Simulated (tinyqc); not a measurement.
Yield against design margin.

Cells fail independently with probability Q(k) = erfc(k/sqrt(2))/2 when the margin is k standard deviations, and Y = exp(-Nb Q(k)). phi = exp(-k^2/2)/sqrt(2 pi).  k = margin/s(dVT). With one spare that repairs any one cell, Y1 = exp(-x)(1 + x), x = Nb Q(k).

Values chosen for this exercise: number of cells Nb = 1048576.

s(dVT) = 13.3 mV

Yield against design margin:
```
M (mV)      k      Q(k)  expected failures x          Y         Y1
53      3.985  3.375e-5                35.38  4.292e-16  1.562e-14
57      4.286  9.108e-6                9.550   7.120e-5   7.511e-4
59      4.436  4.580e-6                4.803   0.008206    0.04762
62      4.662  1.568e-6                1.645     0.1931     0.5107
66      4.962  3.481e-7               0.3650     0.6942     0.9476
70      5.263  7.080e-8              0.07424     0.9284     0.9974
74      5.564  1.319e-8              0.01383     0.9863     0.9999
79      5.940  1.426e-9             0.001496     0.9985      1.000
```

What does the comparison show?

Over a change of the margin from 53 to 79 mV, k goes from 3.98 to 5.94, the expected failures fall by 4.4 decades and the yield goes from 4.29e-16 to 0.9985. The spare helps most at M = 62 mV among the rows, where it lifts the yield from 0.193 to 0.511.

Computed by the program tinyqc: `OMP_NUM_THREADS=1 python tinyqc.py 2090047 2090048 out.jsonl`, one thread of a shared Intel Xeon 2.30GHz, about 0.01 s for the whole run.
